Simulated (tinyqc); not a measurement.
# Electron density from the centroid

Question. In the Fang-Howard model the centroid is 3/b with b^3 = 6 (mz1/C) q (Nd + 11 Ns/32)/(eps0 eps_r), C = hbar^2/(2 m0), the field in eV/nm. Find b and Ns.

Inputs (values chosen for the exercise); masses and permittivity close to those of silicon (100): relative permittivity eps_r = 11.6; mass along z of valley set A (2 valley(s)) mz1 = 0.929 m0; sheet density of depletion charge Nd = 3.8e12 cm^-2.

Constants: q = 1.602176634e-19 C, hbar = 1.054571817e-34 J s, m0 = 9.1093837015e-31 kg, eps0 = 8.8541878128e-14 F/cm where lengths are in cm, hbar^2/(2 m0) = 0.0380998212 eV nm^2. Results are converted to the units shown.

centroid = 1.4421573 nm

Answer. b = 3/centroid gives Nd + 11 Ns/32, from which the depletion charge is taken off.

b = 2.08 1/nm
Ns = 4.20e11 cm^-2

Computed by the program tinyqc: `OMP_NUM_THREADS=1 python tinyqc.py 2160052 2160053 out.jsonl`, one thread of a shared Intel Xeon 2.30GHz, about 0.6 s for the whole run.
